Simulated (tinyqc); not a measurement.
Interlayer thickness: switching kinetics of a ferroelectric film and the memory window of a ferroelectric gate stack. Computed by tinyqc, a small Python program. Command: `OMP_NUM_THREADS=1 python tinyqc.py 3028316 3028317 out.jsonl feswitch walk`. One thread of a shared host (Intel(R) Xeon(R) Processor @ 2.30GHz), about 0.01 s of CPU time with the checks.

Fields in MV/cm; 1 microcoulomb/cm^2 over eps_0 is 11.29409 MV/cm. In the stack (metal, ferroelectric, interlayer, channel) the channel is taken as a conductor.

Inputs (values chosen for the exercise, for a model hafnia-based film):
```
quantity,value,unit
saturation polarisation P_s,40,microcoulomb/cm^2
ratio P_r/P_s,0.76,-
coercive field E_c,1.2,MV/cm
permittivity of the ferroelectric eps_F,40,-
thickness t_F,18,nm
permittivity of the interlayer eps_I,7.5,-
share s of P screened by trapped charge,0.74,-
pulse height V,5.2,V
breakdown field of the interlayer,11,MV/cm
```

Method. Series stack: V = E_F t_F + E_I t_I and eps_I E_I = eps_F E_F + (1 - s) P/eps_0. E_I is for P = +P_s at the pulse height, the depolarising field for P = +P_r at V = 0; V needed puts E_F = 1.5 E_c after switching.

Stack against t_I:
```
t_I (nm),E_F after (MV/cm),E_I (MV/cm),depolarising field / E_c,V needed (V)
0.3,2.4133,28.532,0.15182,3.998
0.5,2.1372,27.060,0.23997,4.503
0.8,1.7727,25.115,0.35636,5.261
1.2,1.3609,22.919,0.48781,6.271
1.6,1.0154,21.077,0.59811,7.282
2.0,0.7213,19.508,0.69200,8.292
3.0,0.1475,16.448,0.87518,10.818
```

What does the comparison show, and why?

Each nanometre of interlayer costs 2.53 V, against 0.18 V for a nanometre of ferroelectric. The depolarising field grows from 0.15 to 0.88 E_c. At E_F = 1.5 E_c the interlayer carries (1.5 eps_F E_c + (1 - s) P_s/eps_0)/eps_I = 25.3 MV/cm whatever its thickness, above its breakdown field of 11 MV/cm, so the voltages in the last column could not be applied without breakdown. Caution: rows with E_I above the breakdown field of the interlayer cannot be reached without charge injection. Caution: where E_F after switching is below E_c the switching stalls before P_s, and where the depolarising field exceeds E_c the state switches back, so those rows describe states that are not held.
